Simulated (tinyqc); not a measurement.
# Resistance of a tapered via with liner, size effect and interface, step by step

Program tinyqc, `OMP_NUM_THREADS=1 python tinyqc.py 2750114 2750115 out.jsonl`; Intel Xeon 2.30GHz, shared host, one thread, about 0.01 s. Printed values are rounded.

A round via whose diameter grows from db at the bottom as D(z) = db + 2 z/tan(ang). The fill, of diameter D - 2 tl, starts above the bottom liner (thickness fb tl) and has rho = rho0 (1 + ks lam/(D - 2 tl)); the sidewall liner conducts in parallel with it. The bottom liner and the interface are crossed over the full area pi db^2/4. Spreading in the lines above and below is left out.

Parameters, values chosen for the exercise; fill metal close to ruthenium: diameter at the bottom db = 58 nm; height hv = 200 nm; sidewall angle ang = 87 degrees; bulk resistivity of the fill rho0 = 7.89 uohm cm; mean free path of the fill lam = 6.66 nm; size-effect factor ks = 1.5; liner on the sidewall tl = 0.3 nm; liner at the bottom over that on the sidewall fb = 0.5; resistivity of the liner rl = 460 uohm cm; interface resistivity at the bottom ri = 1.4e-12 ohm cm^2; ballistic conductance per area, about 3/(4 rho0 lam) Sb = 1.5e15 S/m^2.

## Slices of the via

Slices between z0 = fb tl and hv, evaluated at their midpoints: conductance per length pi/4 [(D - 2 tl)^2/rho + (D^2 - (D - 2 tl)^2)/rl], slice resistance = slice height over that. 6 slices.

```
slice	z (nm)	D (nm)	rho (uohm cm)	slice resistance (ohm)
0	16.8042	59.7613	9.22231	1.11699
1	50.1125	63.2526	9.14807	0.987981
2	83.4208	66.7438	9.08166	0.880023
3	116.729	70.2350	9.02192	0.788785
4	150.037	73.7263	8.96788	0.710995
5	183.346	77.2175	8.91876	0.644139
```

## Total resistance

R_fill = sum of the slices; R_bottom = rl fb tl/(pi db^2/4); R_interface = ri/(pi db^2/4); ballistic (Sharvin) limit 1/(Sb pi (db - 2 tl)^2/4); ideal cylinder rho0 hv/(pi db^2/4).

parts (ohm): fill 5.12891, bottom liner 0.261158, interface 0.0529886
R = 5.44306 ohm
shares (%): fill 94.2285, bottom liner 4.7980, interface 0.9735
ballistic limit = 0.257629 ohm
ideal cylinder = 5.97257 ohm

The fill is the largest part, and R is 0.911 times the ideal cylinder. With 2000 slices R = 5.4471 ohm.
